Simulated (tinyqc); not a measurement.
# Changing the time as a fraction of L^2/kappa, s

Model: electromigration in a confined line: Blech product, Korhonen stress evolution and Black's law. Computed by tinyqc, a small Python program. Command: `OMP_NUM_THREADS=1 python tinyqc.py 3003372 3003373 out.jsonl emigr sweep`. One thread of a shared host (Intel(R) Xeon(R) Processor @ 2.30GHz), about 0.01 s of CPU time with the checks.

The electron wind pushes atoms from the cathode (x = 0) to the anode (x = L); blocking ends build a back stress (tension positive). The input rho is taken not to change with temperature. d sigma/dt = d/dx [kappa (d sigma/dx + G)], with zero flux at both ends and sigma = sigma_0 at t = 0.

Inputs (values chosen for the exercise, close to those used for aluminium lines):
```
quantity                    value          unit
resistivity rho              3.12  micro-ohm cm
atomic volume Omega          16.6    angstrom^3
effective charge number Z*      7             -
prefactor D0                8e-08         m^2/s
activation energy E         0.699            eV
effective modulus B            35           GPa
critical stress sigma_c       390           MPa
initial stress sigma_0        160           MPa
current density j             1.3       MA/cm^2
line length L                 290            um
test temperature T            290             C
```

Start: thermal stress.

Constants: e = 1.602176634e-19 C; k_B = 8.617333262e-05 eV/K; k_B = 1.380649e-23 J/K.

Method:
- G = Z* e rho j/Omega; D = D0 exp(-E/(k_B T)); kappa = D B Omega/(k_B T); drift velocity of an unconfined line v = D Z* e rho j/(k_B T). SI: 1 micro-ohm cm = 1e-8 ohm m, 1 MA/cm^2 = 1e10 A/m^2.
- Temperatures in kelvin are T(C) + 273.15.
- At steady state sigma(x) = sigma_0 + G (L/2 - x). A void forms only if the cathode stress reaches sigma_c, that is if j L exceeds (j L)_c = 2 Omega (sigma_c - sigma_0)/(Z* e rho). Time scale tau = L^2/kappa.
- sigma(x, t) = sigma_0 + G L [1/2 - x/L - 4 sum_(m odd) cos(m pi x/L) exp(-m^2 pi^2 s)/(m pi)^2], s = t/tau, summed to m = 399.
- The terms at x = 0 are 4 exp(-m^2 pi^2 s)/(m pi)^2; tau = L^2/kappa.

One run for each value:
```
time as a fraction of L^2/kappa, s  cathode stress at time s (MPa)  time t (h)
0.002                                                        561.0  1.4077e-02
0.0043                                                       748.0  3.0265e-02
0.021                                                       1459.5  1.4781e-01
0.045                                                       2061.1  3.1673e-01
0.097                                                       2896.9  6.8272e-01
0.21                                                        3728.1  1.4781e+00
0.46                                                        4099.1  3.2376e+00
1                                                           4133.3  7.0383e+00
```

Give the missing row, time as a fraction of L^2/kappa, s = 0.0095.

Computed row:
```
time as a fraction of L^2/kappa, s  cathode stress at time s (MPa)  time t (h)
0.0095                                                      1034.0  6.6864e-02
```

Interpolating between the two neighbouring rows (the first column on a logarithmic scale, the others too where they are positive) misses most in cathode stress at time s (MPa), by 1.0 %. Over the rows, cathode stress at time s (MPa) rises from 561 to 4130 (exponent d ln y / d ln x 0.38 between the first rows and 0.011 between the last); time t (h) rises from 0.0141 to 7.04 (exponent d ln y / d ln x about 1.0 throughout). The part added by the current grows as 2 G L sqrt(s/pi) at first and levels off at G L/2 once s passes about 0.3.

Caution (all rows): the stress exceeds sigma_c: a void would already have formed and relaxed it, so the value is formal.
